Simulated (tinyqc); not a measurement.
# Double-gate transistor, scale length and short-channel effects: what changes with what

A body of thickness ts between two insulators of thickness ti and two tied gates. Below threshold the potential that source and drain add obeys Laplace's equation and vanishes on the gate. Its lowest mode decays along the channel as exp(-k y); k is the smallest positive root of the matching condition at the interface, and the scale length is Lambda = pi/k.

Parameters, values chosen for the exercise; permittivities: semiconductor close to that of In0.53Ga0.47As, insulator close to that of silicon nitride:

| symbol | value | unit | meaning |
|---|---|---|---|
| T | 293 | K | temperature |
| eps_r | 14.1 |  | relative permittivity of the semiconductor |
| ei | 7.81 |  | relative permittivity of the insulator |
| ti | 2.9 | nm | insulator thickness |
| ts | 6.8 | nm | body thickness |
| L | 27 | nm | channel length |
| Vbi | 1 | V | potential of the source |
| sT | 0.49 | V | potential of the barrier top at threshold |
| Vds | 0.7 | V | drain voltage |

Constants: q = 1.602176634e-19 C, kB = 1.380649e-23 J/K, Vt = kB T/q. Results are converted to the units shown.

Each table varies one quantity; the others keep the values above.

## Effect of the body thickness

k is the smallest positive root of f(k) = ei cos(k ti) cos(k ts/2) - eps_r sin(k ti) sin(k ts/2). Along the channel psi(y) = s + a exp(y/l) + b exp(-y/l) with psi(0) = Vbi, psi(L) = Vbi + Vds and l = 1/k = Lambda/pi; with A = Vbi - s, B = A + Vds, x = exp(-L/l): a = (B - A x) x/(1 - x^2), b = (A - B x)/(1 - x^2). The minimum is s + 2 sqrt(a b), at y = (l/2) ln(b/a). The long-channel potential follows the gate as s = sT + (Vg - VTL)/m, and the threshold VT is the gate voltage at which the minimum equals sT. Swing = m Vt ln 10/g at threshold, g = d(minimum)/ds = 1 - (b x + a)/((1 + x) sqrt(a b)). DIBL = [VT(0.05 V) - VT(Vds)]/(Vds - 0.05 V). sT and Vbi are held fixed; m = 1.

Result of one run:
```
ts (nm)	Lambda (nm)	L/Lambda	VT - VTL at Vds (mV)	DIBL (mV/V)	swing (mV/decade)
2.7	10.17	2.656	-25.08	12.41	60.16
```

What becomes of these results when the body thickness ts is changed from 2.7 to 8.2 nm, all else the same?

Result of the changed run:
```
ts (nm)	Lambda (nm)	L/Lambda	VT - VTL at Vds (mV)	DIBL (mV/V)	swing (mV/decade)
8.2	17.09	1.580	-158.5	80.14	70.65
```

The whole series:
```
ts (nm)	Lambda (nm)	L/Lambda	VT - VTL at Vds (mV)	DIBL (mV/V)	swing (mV/decade)
2.7	10.17	2.656	-25.08	12.41	60.16
3.4	11.15	2.422	-36.73	18.22	61.09
4.2	12.22	2.210	-52.26	26.00	62.33
5.3	13.62	1.982	-77.04	38.50	64.29
6.6	15.21	1.775	-110.9	55.70	66.94
8.2	17.09	1.580	-158.5	80.14	70.65
10	19.13	1.411	-219.2	111.6	75.34
```

As ts goes from 2.7 to 10 nm, Lambda rises from 10.2 to 19.1 nm, DIBL rises from 12.4 to 112 mV/V and the swing rises from 60.2 to 75.3 mV a decade. On average Lambda goes as ts^(0.48). At ts = 10 nm L is under 1.5 Lambda, where higher modes, left out of the one-mode potential, count. For ts = 2.7 to 3.4 nm the semiconductor is under 4 nm thick, where quantum confinement shifts the threshold.

## Effect of the channel length

Same model as above.

The same in every row: Lambda (nm) = 15.45.

Effect of the channel length:
```
L (nm)	L/Lambda	VT - VTL at Vds = 0.05 V (mV)	VT - VTL at Vds (mV)	DIBL (mV/V)	swing (mV/decade)
17	1.100	-280.6	-422.4	218.1	90.81
20	1.295	-185.2	-277.5	141.9	79.80
24	1.554	-111.8	-166.6	84.30	71.28
29	1.877	-62.39	-92.52	46.36	65.51
34	2.201	-35.92	-53.10	26.42	62.39
41	2.654	-17.06	-25.15	12.44	60.16
49	3.172	-7.432	-10.94	5.395	59.02
58	3.754	-2.952	-4.341	2.137	58.49
70	4.531	-0.8679	-1.276	0.6278	58.24
```

Read the table: what changes, and by how much?

From L = 17 to 70 nm, DIBL falls from 218 to 0.628 mV/V and the swing falls from 90.8 to 58.2 mV a decade (long-channel value 58.1). Between the last two rows the threshold shift at Vds decays with a length of 9.80 nm, against 2 Lambda/pi = 9.83 nm for a shift that goes as exp(-pi L/(2 Lambda)). DIBL first drops below 100 mV/V at L = 24 nm among the rows, L/Lambda = 1.6. For L = 17 to 20 nm L is under 1.5 Lambda, where higher modes, left out of the one-mode potential, count.

Numbers from tinyqc (`OMP_NUM_THREADS=1 python tinyqc.py 2420161 2420162 out.jsonl`; about 0.01 s on one thread of a shared Intel Xeon 2.30GHz).
